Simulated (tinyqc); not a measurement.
Longitudinal sound in a periodic multilayer: transfer matrices, stop bands and folded phonons: one step, computed by the program tinyqc.

Layers 1 and 2 repeat with period d = d_1 + d_2; waves travel normal to the layers, without loss. State vector (u, s): displacement u and stress divided by omega. Impedances Z = rho v are in 1e6 kg/(m^2 s).

Task: Transmission through N periods. A layer maps (u, s) by [[cos p, sin p/Z], [-Z sin p, cos p]], p = 2 pi f d_i/v_i; one period is M = M_2 M_1, and cos(q d) = trace(M)/2. For N periods A = M^N. A wave comes from a thick layer of material 1 and leaves into the substrate (Z_s): transmitted power T = 4 Z_1 Z_s/|Z_1 A_22 + Z_s A_11 - i (Z_1 Z_s A_12 - A_21)|^2, reflected power R = 1 - T.

Inputs (values chosen for the exercise, modelled on silica (layer 1), molybdenum (layer 2) and gallium arsenide (substrate)):
```
quantity       value  unit
velocity v_1    6020   m/s
thickness d_1   8.06    nm
velocity v_2    6190   m/s
thickness d_2   7.49    nm
periods N          3     -
frequency f      262   GHz
```

M:
```
            1            2
1  0.08535111  -0.03340712
2    38.14818    -3.215201
```

Z_2 = 62.519

Z_1 = 13.3042

Z of the substrate = 24.7312

Give: A = M^N; transmitted power T; T in decibel.

Result:

A = M^N:
```
       1        2
1  3.881  -0.2938
2  335.5   -25.15
```

transmitted power T = 0.005399

T in decibel = -22.68 dB
